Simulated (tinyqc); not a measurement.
Worked calculation: BCS gap equation with a constant attraction inside the Debye window. Computed by tinyqc, a small Python program that keeps every step. Command: `OMP_NUM_THREADS=1 python tinyqc.py 3030093 3030094 out.jsonl bcs walk`. One thread of a shared host (Intel(R) Xeon(R) Processor @ 2.30GHz), about 0.01 s of CPU time with the checks. Intermediate numbers are printed to about 6 digits and carried at full precision; extremes and crossings named in words are read from the listed rows.

Pairs attract with strength V for |xi| < k_B Theta; N(0) is the density of states for one spin. Energies are given as temperatures (E/k_B, in K) unless marked.

Inputs (values chosen for the exercise, for a model metal):

| quantity | value | unit |
|---|---|---|
| coupling N(0)V | 0.524 | - |
| Debye temperature Theta | 586 | K |
| temperature T | 48.5 | K |
| Fermi velocity v_F | 1.9e+06 | m/s |
| electron density n | 17.3 | 1e28/m^3 |
| mean free path l | 1500 | nm |
| junction resistance R_n | 0.41 | kilo-ohm |

Solver: secant.

Constants: k_B = 8.617333262e-05 eV/K; hbar = 1.054571817e-34 J s; k_B = 1.380649e-23 J/K; m_0 = 9.1093837015e-31 kg; eps_0 = 8.8541878128e-12 F/m; c = 299792458 m/s; e = 1.602176634e-19 C; h = 6.62607015e-34 J s.

## Gap at zero temperature

At T = 0 the gap equation 1/(N(0)V) = int_0^Theta d xi/sqrt(xi^2 + Delta^2) has the integral arcsinh(Theta/Delta), so Delta_0 = Theta/sinh(1/(N(0)V)); weak coupling gives 2 Theta exp(-1/(N(0)V)).

Delta_0 = 177.739 K

weak-coupling Delta_0 = 173.829 K

Delta_0 in meV = 15.3163 meV

## Critical temperature

Gap equation: 1/(N(0)V) = I(Delta, T) = int_0^Theta tanh(E/2T)/E d xi, E = sqrt(xi^2 + Delta^2); 64 Gauss-Legendre points in y with xi = max(Delta, T) sinh(y). T_c solves I(0, T_c) = 1/(N(0)V); the weak-coupling form is T_c = (2 e^C/pi) Theta exp(-1/(N(0)V)) with Euler's C = 0.5772157, and 2 Delta_0/T_c then tends to 2 pi e^-C = 3.528.

T_c = 98.6250 K

weak-coupling T_c = 98.5492 K

2 Delta_0/T_c = 3.60433

T_c/Theta = 0.1683; the ratio lies +2.17 % from 3.528. Within this model the ratio cannot pass 4; larger values in real metals come from retardation, which it leaves out. Caution: at this coupling retardation and damping of the phonon exchange (Eliashberg theory) matter.

## One evaluation of the gap equation

Take Delta = Delta_0 as the trial; the fixed-point update is Delta(new) = N(0)V Delta I(Delta, T).

I(Delta_0, T) = 1.87645

updated Delta = 174.763 K

## Gap at temperature T

Residual r = N(0)V I - 1, with Delta_0 = Theta/sinh(1/(N(0)V)). Secant steps in Delta^2, from Delta_0 and 0.9 Delta_0, with Delta^2 kept at or above 1e-6 K^2. Stop when |r| < 1e-9 or after 40 steps.

Iterations:

| step | Delta (K) | residual r |
|---|---|---|
| 1 | 171.286 | -8.37591e-04 |
| 2 | 170.966 | -4.09610e-05 |
| 3 | 170.950 | 6.27451e-08 |
| 4 | 170.950 | -4.69447e-12 |

converged (1 yes, 0 no) = 1

Delta(T) = 170.950 K

Converged in 4 steps: Delta(T)/Delta_0 = 0.9618 at T/T_c = 0.492.

## Lengths and fields

xi_0 = hbar v_F/(pi Delta_0); lambda_L = sqrt(m_0 eps_0 c^2/(n e^2)); N(0) = 3 n/(2 m_0 v_F^2) for one spin; condensation energy N(0) Delta_0^2/2 = B_c^2/(2 mu_0), mu_0 = 1/(eps_0 c^2); with scattering lambda = lambda_L sqrt(1 + xi_0/l) in the local limit (where xi_0 and l both exceed lambda, nonlocal response makes the true depth larger); Ginzburg-Landau kappa = 0.96 lambda_L/xi_0 + 0.72 lambda_L/l. Free-electron mass throughout; heavier carriers, as in niobium or vanadium, give a larger lambda_L and kappa and can make the metal type II.

coherence length xi_0 = 25.9905 nm

London depth lambda_L = 12.7763 nm

critical field B_c(0) = 772.753 mT

depth with scattering = 12.8865 nm

Ginzburg-Landau kappa = 0.478046

Kappa lies below 1/sqrt(2): type I, and the sample is clean, l well above xi_0.

## A tunnel junction of this metal

Ambegaokar-Baratoff: I_c R_n = (pi Delta/(2e)) tanh(Delta/2T); Josephson energy E_J = hbar I_c/(2e), given as E_J/h; inductance hbar/(2 e I_c); thermal quasiparticle fraction x = n_qp/(2 N(0) Delta) = sqrt(2 pi T/Delta) exp(-Delta/T), valid for T well below Delta.

I_c R_n = 21815.6 microvolt

critical current I_c = 53208.7 nA

E_J/h = 26427.9 GHz

Josephson inductance = 0.00618519 nH

quasiparticle fraction x = 0.0393323

## Gap and superfluid density against temperature

Interpolation tanh(1.74 sqrt(T_c/T - 1)); near T_c, 1.74 sqrt(1 - T/T_c). Clean-limit superfluid fraction 1 - (1/2T) int_0^(40 T) cosh^-2(E/2T) d xi (64 points); two-fluid rule 1 - (T/T_c)^4.

Reduced quantities:

| T/T_c | Delta/Delta_0 | tanh form | square-root form | superfluid fraction | two-fluid rule |
|---|---|---|---|---|---|
| 0.10 | 1.000000 | 0.999942 | 1.65071 | 1.000000 | 0.999900 |
| 0.20 | 0.999895 | 0.998104 | 1.55630 | 0.999044 | 0.998400 |
| 0.30 | 0.997385 | 0.990221 | 1.45579 | 0.983801 | 0.991900 |
| 0.40 | 0.985968 | 0.972207 | 1.34780 | 0.933943 | 0.974400 |
| 0.50 | 0.958834 | 0.940227 | 1.23037 | 0.844818 | 0.937500 |
| 0.60 | 0.910084 | 0.889746 | 1.10047 | 0.721467 | 0.870400 |
| 0.70 | 0.832879 | 0.814110 | 0.95304 | 0.570472 | 0.759900 |
| 0.80 | 0.715740 | 0.701374 | 0.77815 | 0.397347 | 0.590400 |
| 0.90 | 0.530711 | 0.522665 | 0.55024 | 0.206204 | 0.343900 |
| 0.95 | 0.383797 | 0.379250 | 0.38908 | 0.104836 | 0.185494 |
| 0.98 | 0.245936 | 0.243575 | 0.24607 | 0.042334 | 0.077632 |

The tanh form misses the gap by at most about 0.020 (at T/T_c = 0.6); the square-root form is within 3 % only from T/T_c = 0.95. The gap keeps 99 % of Delta_0 up to T/T_c = 0.3, since quasiparticles are exponentially few. The two-fluid rule exceeds the BCS superfluid fraction most, by 0.19, at T/T_c = 0.8.
